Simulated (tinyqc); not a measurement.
Non-radiative capture by multiphonon emission, one effective mode: one step, computed by the program tinyqc. Command: `OMP_NUM_THREADS=1 python tinyqc.py 3026069 3026070 out.jsonl capture walk`. One thread of a shared host (Intel(R) Xeon(R) Processor @ 2.30GHz), about 0.02 s of CPU time with the checks.

The initial state (free carrier plus empty centre) lies dE above the final state; both have the same frequency and are displaced by dQ.

Question. Geometry of the two curves. dQ = sqrt(2 S (hbar^2/u)/hbar omega); relaxation energy lambda = S hbar omega; phonons needed P = dE/hbar omega; classical barrier E_b = (dE - lambda)^2/(4 lambda); occupation n = 1/(exp(hbar omega/k_B T) - 1).

Inputs (values chosen for the exercise, with mass, screening and phonons like those of CdTe):

| quantity | value | unit |
|---|---|---|
| energy released dE | 0.0577 | eV |
| phonon energy hbar omega | 11.5 | meV |
| Huang-Rhys factor S | 0.807 | - |
| temperature T | 300 | K |

Centre: neutral.

Constants: hbar^2/u = 4.18015928e-03 eV angstrom^2; k_B = 8.617333262e-05 eV/K.

Give: dQ; lambda; P; classical barrier E_b; occupation n.

Answer.

dQ = 0.76595 u^(1/2) angstrom

lambda = 0.0092805 eV

P = 5.0174

classical barrier E_b = 0.063155 eV

occupation n = 1.7849

dE exceeds lambda: the inverted case usual for deep centres, in which the curves cross on the far side of the initial minimum.
